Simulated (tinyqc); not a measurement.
Read current of a NAND string, cells in series solved by shooting: one step of the calculation.

Cells in series, numbered from 0 at the source line (0 V) to the bit line, each followed by a gap resistance Rg. A cell with gate Vg, threshold VT, source Vs and drain Vd passes I = 2 nf K Vt^2 [F(Vs) - F(Vd)]/(1 + th max(Vg - VT, 0)), F(V) = ln^2(1 + exp((Vg - VT - nf V)/(2 nf Vt))). The selected cell has Vg = Vr, the others Vg = Vp.

Task. Node voltages for a trial current. For a trial current I start at 0 V and, cell by cell (the selected one is cell 1), solve for the drain: sqrt(F(Vd)) = sqrt(F(Vs) - I/k), k = 2 nf K Vt^2/(1 + th max(Vg - VT, 0)), Vd = [Vg - VT - 2 nf Vt ln(exp(sqrt F) - 1)]/nf, then add I Rg.

Inputs (values chosen for the exercise); values of the order met in vertical NAND strings: temperature T = 300 K; gain factor of a cell K = 9.2 uA/V^2; slope factor nf = 2.1; mobility reduction factor th = 0.09 1/V; resistance of the gap between cells Rg = 2.3 kohm; bit-line voltage Vbl = 0.3 V; pass voltage Vp = 7.3 V; read voltage on the selected word line Vr = 2.89 V.

Constants: q = 1.602176634e-19 C, kB = 1.380649e-23 J/K, Vt = kB T/q. Results are converted to the units shown.

first trial current = 0.5 uA
thresholds from the source end, cell 0 to 3 (V): 3.1  2.1  -0.6  3.1

Wanted: node voltage after each cell and gap, trial 1.

Result.

node voltage after each cell and gap, trial 1, cell 0 to 3 (V): 0.01906  0.1090  0.1223  0.1426

Numbers from tinyqc (`OMP_NUM_THREADS=1 python tinyqc.py 2142026 2142027 out.jsonl`; about 0.5 s on one thread of a shared Intel Xeon 2.30GHz).
